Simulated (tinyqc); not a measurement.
MOS inversion layer, Poisson-Schroedinger loop: one step of the calculation.

Electrons confined at an insulator interface at z = 0, treated as a hard wall; parabolic valleys, Hartree approximation, no image or exchange terms. The depletion charge lies far deeper than the electrons and gives a uniform field q Nd/(eps0 eps_r); the gate balances all charge. Energies are counted from the band edge at the interface.

Task. Levels and probability densities. Tridiagonal Hamiltonian with psi = 0 one step beyond both ends: H_ii = C (1/m_(i-1/2) + 1/m_(i+1/2))/hz^2 + V0_i + U_i, H_(i,i+1) = -C/(m_(i+1/2) hz^2), C = hbar^2/(2 m0). The lowest 2 level(s) are kept, normalised to hz sum |psi|^2 = 1. The mass is the same on all intervals.

Values chosen for this exercise:
- mz1 = 0.325 m0 (mass along z of valley set A (3 valley(s)))
- hz = 0.7 nm (mesh step)

Constants: q = 1.602176634e-19 C, hbar = 1.054571817e-34 J s, m0 = 9.1093837015e-31 kg, hbar^2/(2 m0) = 0.0380998212 eV nm^2. Results are converted to the units shown.

| node | fixed potential V0 (eV) | self-consistent potential U at the start (eV) |
|---|---|---|
| 1 | 0.00882508 | 0 |
| 2 | 0.01765017 | 0 |
| 3 | 0.02647525 | 0 |
| 4 | 0.03530033 | 0 |
| 5 | 0.04412542 | 0 |
| 6 | 0.05295050 | 0 |
| 7 | 0.06177558 | 0 |
| 8 | 0.07060066 | 0 |
| 9 | 0.07942575 | 0 |
| 10 | 0.08825083 | 0 |
| 11 | 0.09707591 | 0 |
| 12 | 0.10590100 | 0 |
| 13 | 0.11472608 | 0 |
| 14 | 0.12355116 | 0 |
| 15 | 0.13237625 | 0 |
| 16 | 0.14120133 | 0 |

Wanted: levels; |psi|^2 of A1; |psi|^2 of A2.

Result.

levels (eV): A1 0.06172, A2 0.10795

| node | \|psi\|^2 of A1 (1/nm) | \|psi\|^2 of A2 (1/nm) |
|---|---|---|
| 1 | 0.05043 | 0.05052 |
| 2 | 0.15958 | 0.12703 |
| 3 | 0.25081 | 0.12499 |
| 4 | 0.27916 | 0.05303 |
| 5 | 0.24757 | 0.00138 |
| 6 | 0.18505 | 0.02756 |
| 7 | 0.12042 | 0.10951 |
| 8 | 0.06967 | 0.18661 |
| 9 | 0.03635 | 0.21680 |
| 10 | 0.01729 | 0.19690 |
| 11 | 0.00755 | 0.14848 |
| 12 | 0.00304 | 0.09574 |
| 13 | 0.00113 | 0.05329 |
| 14 | 0.00038 | 0.02523 |
| 15 | 0.00011 | 0.00944 |
| 16 | 0.00002 | 0.00206 |

Numbers from tinyqc (`OMP_NUM_THREADS=1 python tinyqc.py 2160090 2160091 out.jsonl`; about 0.3 s on one thread of a shared Intel Xeon 2.30GHz).
